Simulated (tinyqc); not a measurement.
Surface potential of a MOS transistor: implicit equation and explicit approximations: two steps of the calculation.

p-type body, charge-sheet picture, depletion and inversion only, full ionisation (an idealisation for deep acceptors), Boltzmann statistics (rough once Na exp(x - xn) passes about Nc/7). In units of Vt: xg = (Vg - Vfb)/Vt, x = psi/Vt, G = gamma/sqrt(Vt), xn = (2 phiF + Vc)/Vt. The implicit equation is (xg - x)^2 = G^2 [x - 1 + exp(x - xn)] for x above about 3. Cox = eps0 eox/tox.

Inputs (values chosen for the exercise); band and dielectric values close to those of silicon: temperature T = 300 K; relative permittivity of the gate insulator (close to silicon dioxide) eox = 3.9; insulator thickness tox = 3.9 nm; channel-body voltage Vc = 1 V.

Constants: q = 1.602176634e-19 C, kB = 1.380649e-23 J/K, Vt = kB T/q, eps0 = 8.8541878128e-14 F/cm where lengths are in cm. Results are converted to the units shown.

Problem 1. Explicit approximation. Depletion value a = 1 + [sqrt(G^2/4 + xg - 1) - G/2]^2; inversion value b = xn + ln[(xg - xn)^2/G^2 - xn + 1] and first guess y = min(a, b) - ln(1 + exp(-|a - b|)) if a > xn + 1, else b = y = a; one second-order correction with D = exp(y - xn), p = 2 (xg - y) + G^2 (1 + D), w = (xg - y)^2 - G^2 (y - 1 + D): z = y + 2 w/(p + sqrt(p^2 - 2 (2 - G^2 D) w)), or the Newton step z = y + w/p where the root is not real.

G = 4.6536521
xn = 75.920856
xg = 105.21430

Find: a; b; y; p; w; z.

Solution 1.

a = 67.32
b = 67.32
y = 67.32
p = 97.45
w = -0.003972
z = 67.32

The root of the implicit equation is x = 67.3171; y misses it by 4.1e-5 and z by 0, in units of Vt.

Problem 2. Potential, charges and gate control. psi = Vt x; N_dep = Cox Vt G sqrt(x - 1)/q; N_inv = (Cox Vt G/q) [sqrt(x - 1 + exp(x - xn)) - sqrt(x - 1)]; dpsi/dVg = 1/[1 + G^2 (1 + exp(x - xn))/(2 (xg - x))].

converged x = 67.317088
G = 4.6536521
xn = 75.920856
xg = 105.21430

Find: psi; N_dep; N_inv; dpsi/dVg.

Solution 2.

psi = 1.740 V
N_dep = 5.414e12 cm^-2
N_inv = 7.487e6 cm^-2
dpsi/dVg = 0.7777

psi lies 8.6 Vt below 2 phiF + Vc.

tinyqc, about 0.01 s, one thread, Intel Xeon 2.30GHz (shared host): `OMP_NUM_THREADS=1 python tinyqc.py 2122039 2122040 out.jsonl`
